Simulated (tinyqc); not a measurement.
# Changing the pyrometer wavelength

Model: rapid thermal processing of a wafer: radiative balance, ramp and cooling, pattern effects, pyrometer error and spike budget. Computed by tinyqc, a small Python program. Command: `OMP_NUM_THREADS=1 python tinyqc.py 3110848 3110849 out.jsonl rtp sweep`. One thread of a shared host (Intel(R) Xeon(R) Processor @ 2.30GHz), about 0.04 s of CPU time with the checks.

The wafer is opaque and uniform through its thickness unless said otherwise; temperatures in formulas are in kelvin (C + 273.15). sigma = 5.670374419e-12 W/(cm^2 K^4).

Inputs (values chosen for the exercise, modelled on a hot silicon wafer): process temperature = 1010 C; starting temperature = 450 C; error of the assumed emissivity = 8.9 %; activation energy of the process E_a = 4 eV.

Constants: h = 6.62607015e-34 J s; c = 299792458 m/s; k_B = 1.380649e-23 J/K; k_B = 8.617333262e-05 eV/K.

Method. Signal proportional to eps/(exp(c2/(lambda T)) - 1), c2 = h c/k_B. If the assumed emissivity is too high by the given error, the reading T' solves (1 + error)/(exp(c2/(lambda T')) - 1) = 1/(exp(c2/(lambda T)) - 1). Wien estimate: T' - T = -lambda T^2 ln(1 + error)/c2. Process rates go as exp(-E_a/(k_B T)).

One run for each value; columns: (1) pyrometer wavelength (micrometre); (2) reading less true temperature (K); (3) Wien estimate (K); (4) c2/(lambda T); (5) rate at T over rate at T', less 1 (%):
```
(1)      (2)     (3)    (4)    (5)
0.6    -5.83   -5.85  18.69   17.9
0.9    -8.72   -8.78  12.46   28.1
1.3   -12.56  -12.68   8.63   43.0
2.0   -19.15  -19.51   5.61   73.0
3.0   -27.98  -29.27   3.74  124.0
4.5   -39.18  -43.91   2.49  212.4
6.7   -51.38  -65.37   1.67  352.2
10.0  -63.38  -97.57   1.12  555.2
```

Describe and explain the trends.

Over the rows, reading less true temperature (K) falls from -5.83 to -63.4 (exponent d ln y / d ln x 0.99 between the first rows and 0.52 between the last); Wien estimate (K) falls from -5.85 to -97.6 (exponent d ln y / d ln x about 1.0 throughout); c2/(lambda T) falls from 18.7 to 1.12 (exponent d ln y / d ln x about -1.0 throughout). At the low end the exponent of reading less true temperature is 0.99, close to 1: the Wien limit.

Caution (rows 1.30, 2.00, 3.00, 4.50, 6.70, 10.0): below about 600 C lightly doped silicon is partly transparent at this wavelength, so its emissivity is not yet the hot value early in the ramp.
